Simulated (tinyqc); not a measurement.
# Shape of the distribution and failure rate

For F(t) = 1 - exp(-(t/t63)^beta): mean t63 Gamma(1 + 1/beta), median t63 (ln 2)^(1/beta), deviation t63 sqrt(Gamma(1 + 2/beta) - Gamma(1 + 1/beta)^2), failure rate (beta/t63)(t/t63)^(beta - 1).

Inputs (values chosen for the exercise):
- t63 = 1600 s (characteristic time of a test capacitor)

Results:
```
beta,mean (s),median (s),deviation/mean,rate at 0.01 t63 (1/s),rate at t63 (1/s)
0.5,3200,768.7,2.236,0.003125,3.125e-4
1,1600,1109,1.000,6.250e-4,6.250e-4
1.3,1478,1207,0.7757,2.041e-4,8.125e-4
1.7,1428,1290,0.6055,4.230e-5,0.001063
2.2,1417,1354,0.4798,5.474e-6,0.001375
3,1429,1416,0.3634,1.875e-7,0.001875
4,1450,1460,0.2805,2.500e-9,0.002500
```

Estimate the missing row, beta = 0.7.

Computed row:
```
beta,mean (s),median (s),deviation/mean,rate at 0.01 t63 (1/s),rate at t63 (1/s)
0.7,2025,947.8,1.462,0.001742,4.375e-4
```

With this row back in the table: The relative spread falls from 2.24 to 0.281. For beta < 1 the rate falls with time (early failures), at 1 it is constant, 6.25e-4 1/s, and above 1 it grows (wear-out): the early rate goes from 10.0 times the rate at t63 to 1.00e-6 times.

Program tinyqc, `OMP_NUM_THREADS=1 python tinyqc.py 2070039 2070040 out.jsonl`; Intel Xeon 2.30GHz, shared host, one thread, about 0.01 s.
